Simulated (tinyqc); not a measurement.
Inside a calculation. Model: Zener tunnelling in a reverse-biased junction, two-band WKB.

Computed by the program tinyqc: `OMP_NUM_THREADS=1 python tinyqc.py 2620006 2620007 out.jsonl`, one thread of a shared Intel Xeon 2.30GHz, about 0.01 s for the whole run. Printed values are rounded.

Abrupt p-n junction, depletion approximation. Energies E are counted from the conduction-band edge of the neutral n side; its Fermi level lies at dn, that of the p side at dn - V, and the valence-band edge of the neutral p side at Em = dn + dp - V. Tunnelling needs 0 < E < Em. Two-band dispersion with equal masses m: inside the gap kappa = sqrt(m u (1 - u/Eg)/C), u the distance from a band edge, C = hbar^2/(2 m0).

Values chosen for this exercise; band and dielectric values close to those of indium arsenide:
- T = 200 K (temperature)
- Eg = 0.354 eV (band gap)
- eps_r = 15.4 (relative permittivity)
- Nc = 4.68e16 cm^-3 (conduction-band density of states at 200 K)
- Nv = 3.61e18 cm^-3 (valence-band density of states at 200 K)
- m = 0.027 m0 (band-edge mass of the two-band model)
- Na = 1.5e19 cm^-3 (acceptor density)
- Nd = 7.6e17 cm^-3 (donor density)
- V = -2.3 V (bias of the p side)
- nE = 11 (points of the energy grid)

Constants: q = 1.602176634e-19 C, kB = 1.380649e-23 J/K, hbar = 1.054571817e-34 J s, h = 6.62607015e-34 J s, m0 = 9.1093837015e-31 kg, Vt = kB T/q, eps0 = 8.8541878128e-14 F/cm where lengths are in cm, hbar^2/(2 m0) = 0.0380998212 eV nm^2. Results are converted to the units shown.

Range of the model: Parabolic densities of states, no band tails and no gap narrowing, all of which matter at such doping.

## Fermi levels and built-in voltage

Nd = Nc F12(dn/Vt), Na = Nv F12(dp/Vt), F12(x) = (2/sqrt(pi)) int_0^infinity sqrt(u)/(1 + exp(u - x)) du; dn = EF - Ec on the n side, dp = Ev - EF on the p side (negative outside the bands); Vbi = Eg + dn + dp.

dn = 0.131739 eV
dp = 0.0485567 eV
Vbi = 0.534295 V

Boltzmann statistics would give dn = 0.0480 eV and dp = 0.0245 eV. At zero bias the bands of the two sides overlap by dn + dp.

## Width, field and exponent

W = sqrt(2 eps0 eps_r (Vbi - V)(1/Na + 1/Nd)/q), mean field F = (Vbi - V)/W, peak field 2 F. In a uniform field F the exponent is S = pi sqrt(m/C) Eg^1.5/(4 F). Transverse energy Et = C kt^2/m raises it to S (1 + 4 Et/Eg), so T = exp(-S) exp(-Et/Eb) with Eb = Eg/(4 S). KJ = (2 q^2/h) m/(4 pi C) (times 1e14 for A/cm^2 per eV^2).

W = 81.6663 nm
mean field = 0.347058 MV/cm
S = 4.01248
exp(-S) = 0.0180885
Eb = 22.0562 meV
tunnelling length Eg/F = 10.2000 nm

## Current density on a coarse grid

J = KJ exp(-S) Eb times the integral from 0 to Em of [f(E - dn) - f(E - dn + V)] [1 - exp(-min(E, Em - E)/Eb)] dE, f(x) = 1/(1 + exp(x/Vt)), with S and Eb from the mean field; J > 0 flows from p to n. KJ = (2 q^2/h) m/(4 pi C) (times 1e14 for A/cm^2 per eV^2). Simpson's rule on nE equally spaced points from 0 to Em.

E, point 0 to 10 (eV): [0.00000, 0.24803, 0.49606, 0.74409, 0.99212, 1.24015, 1.48818, 1.73621, 1.98424, 2.23227, 2.48030]
difference of the f, point 0 to 10: [-0.00048, -0.99883, -1.00000, -1.00000, -1.00000, -1.00000, -1.00000, -1.00000, -1.00000, -0.99999, -0.05639]
transverse factor, point 0 to 10: [0.00000, 0.99999, 1.00000, 1.00000, 1.00000, 1.00000, 1.00000, 1.00000, 1.00000, 0.99999, 0.00000]
integral = -2.31454 eV
KJ = 4.36944e8 A/(cm^2 eV^2)
J = -4.03482e5 A/cm^2

A converged quadrature gives -3.999e5 A/cm^2; this grid is 0.89 % above that in size.
